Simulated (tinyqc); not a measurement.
Series resistance and mobility from two gate lengths.

Inverse problem. At small Vds the total resistance times width is 2 Rs + L/(mu Q), with the same mu and Q at both lengths. Find mu and Rs.

total resistance at L = 20 and 250 nm (ohm um): 74.880952  246.01190
Q = 1.92 uC/cm^2

Answer. The slope against L is 1/(mu Q), and the intercept at L = 0 is 2 Rs.

mu = 700 cm^2/(V s)
Rs = 30.0 ohm um

tinyqc, about 0.01 s, one thread, Intel Xeon 2.30GHz (shared host): `OMP_NUM_THREADS=1 python tinyqc.py 2380054 2380055 out.jsonl`
